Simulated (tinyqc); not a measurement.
Insulator thickness and V0 from two charges.

Inverse problem. In an undoped wire Vg - V0 = Q/Cox + Vt ln(Q/Q0) + Vt ln(1 + Q/Q0) at the source, with Q0 = 4 eps0 eps_r Vt/R and Cox = eps0 eox/(R ln(1 + tox/R)). Find Cox, tox and V0.

Inputs (values chosen for the exercise); material values those of a made-up semiconductor: temperature T = 400 K; relative permittivity of the semiconductor eps_r = 17.2; relative permittivity of the gate insulator eox = 9.44; wire radius R = 4 nm.

Constants: q = 1.602176634e-19 C, kB = 1.380649e-23 J/K, Vt = kB T/q, eps0 = 8.8541878128e-14 F/cm where lengths are in cm. Results are converted to the units shown.

Qs at Vg = 0.63 and 1.03 V (nC/cm^2): 686.38348  1592.7159

Solution. The two equations are linear in 1/Cox and V0; tox follows by inverting the logarithm.

Cox = 2.58 uF/cm^2
tox = 5.00 nm
V0 = 0.326 V

Computed by the program tinyqc: `OMP_NUM_THREADS=1 python tinyqc.py 2460171 2460172 out.jsonl`, one thread of a shared Intel Xeon 2.30GHz, about 0.03 s for the whole run.
